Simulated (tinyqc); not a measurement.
Free and trapped electrons in a MOS channel with a dense trap tail: two steps of the calculation.

p-type body, charge-sheet picture, full ionisation (an idealisation for deep acceptors), Boltzmann statistics for free electrons. e = Ec - EF at the surface. Acceptor-like traps of density D(E) = D0 + De exp(-E/Ew) at depth E below Ec, from 0 to Eu, hold n_t = integral of D(E)/(1 + exp((e - E)/Vt)). psi = Eg - Vt ln(Nv/Na) - e; N_dep = sqrt(2 eps0 eps_r Na (psi - Vt)/q); n_f = sqrt(N_dep^2 + 2 eps0 eps_r Vt Nc exp(-e/Vt)/q) - N_dep; Vg = Vfb + psi + q (N_dep + n_t + n_f)/Cox, Cox = eps0 eox/tox.

Parameters, values chosen for the exercise; band and dielectric values close to those of 4H silicon carbide:

| symbol | value | unit | meaning |
|---|---|---|---|
| T | 400 | K | temperature |
| Eg | 3.32 | eV | band gap |
| eps_r | 9.61 |  | relative permittivity |
| Nc | 2.57e19 | cm^-3 | conduction-band density of states at T |
| Nv | 3.79e19 | cm^-3 | valence-band density of states at T |
| eox | 3.9 |  | relative permittivity of the insulator |
| tox | 44 | nm | insulator thickness |
| Na | 1.3e16 | cm^-3 | acceptor density |
| Vfb | -2.09 | V | flat-band voltage without trapped charge |
| D0 | 3.1e10 | cm^-2 eV^-1 | constant background density of acceptor-like traps |
| De | 2.2e13 | cm^-2 eV^-1 | density of the tail at the conduction edge |
| Ew | 0.1 | eV | decay energy of the tail |
| Eu | 0.6 | eV | depth below Ec down to which the traps reach |
| mf | 100 | cm^2/(V s) | mobility of free electrons |
| e | 0.122 | eV | Ec - EF at the surface |

Constants: q = 1.602176634e-19 C, kB = 1.380649e-23 J/K, Vt = kB T/q, eps0 = 8.8541878128e-14 F/cm where lengths are in cm. Results are converted to the units shown.

Task 1. Trapped charge. Trapezoid rule on 13 equal steps from 0 to Eu, f = 1/(1 + exp((e - E)/Vt)).

Wanted: E; D(E) f; n_t.

Result 1.

```
point	E (eV)	D(E) f (cm^-2 eV^-1)
0	0	6.2155e11
1	0.046154	1.3858e12
2	0.092308	2.6055e12
3	0.13846	3.4193e12
4	0.18462	3.0136e12
5	0.23077	2.1291e12
6	0.27692	1.3950e12
7	0.32308	8.9797e11
8	0.36923	5.7867e11
9	0.41538	3.7641e11
10	0.46154	2.4875e11
11	0.50769	1.6826e11
12	0.55385	1.1752e11
13	0.60000	8.5532e10
```

n_t = 7.7028e11 cm^-2

Task 2. Charges and gate voltage. psi, N_dep, n_f and Vg as defined, with the n_t given; free share n_f/(n_f + n_t); apparent mobility mf n_f/(n_f + n_t); gate voltage spent on traps q n_t/Cox.

n_t = 7.7028202e11 cm^-2

Wanted: psi; N_dep; n_f; Vg; free share; apparent mobility; gate voltage spent on traps.

Result 2.

psi = 2.923 V
N_dep = 6.315e11 cm^-2
n_f = 1.882e11 cm^-2
Vg = 4.079 V
free share = 19.64 %
apparent mobility = 19.64 cm^2/(V s)
gate voltage spent on traps = 1.573 V

Computed by the program tinyqc: `OMP_NUM_THREADS=1 python tinyqc.py 2222083 2222084 out.jsonl`, one thread of a shared Intel Xeon 2.30GHz, about 0.02 s for the whole run.
